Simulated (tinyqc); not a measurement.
Inside a calculation. Method: RKS/B3LYP (VWN-RPA form) in the sto-3g basis, for BeH2, spin multiplicity 1. One step of it, computed by the program tinyqc.

Task: Orthogonalisation. S = U s U^T; symmetric (Loewdin) form X = U s^(-1/2) U^T, so that X^T S X = 1.

overlap S, lower triangle:
```
           1Be 1s    1Be 2s   1Be 2px    1Be 2py   1Be 2pz     2H 1s     3H 1s
1Be 1s   1.000000
1Be 2s   0.259517  1.000000
1Be 2px  0.000000  0.000000  1.000000
1Be 2py  0.000000  0.000000  0.000000   1.000000
1Be 2pz  0.000000  0.000000  0.000000   0.000000  1.000000
2H 1s    0.044486  0.380729  0.000000   0.462914  0.000000  1.000000
3H 1s    0.044486  0.380729  0.000000  -0.462914  0.000000  0.015204  1.000000
```

Give: eigenvalues of S; X.

Result:

eigenvalues of S: 0.3377  0.4313  0.9538  1.0000  1.0000  1.6301  1.6471

X, lower triangle:
```
          1Be 1s   1Be 2s  1Be 2px  1Be 2py  1Be 2pz    2H 1s   3H 1s
1Be 1s    1.0286
1Be 2s   -0.1511   1.1714
1Be 2px   0.0000   0.0000   1.0000
1Be 2py   0.0000   0.0000   0.0000   1.2445
1Be 2pz   0.0000   0.0000   0.0000   0.0000   1.0000
2H 1s     0.0209  -0.2379   0.0000  -0.3329   0.0000   1.1927
3H 1s     0.0209  -0.2379   0.0000   0.3329   0.0000  -0.0627  1.1927
```
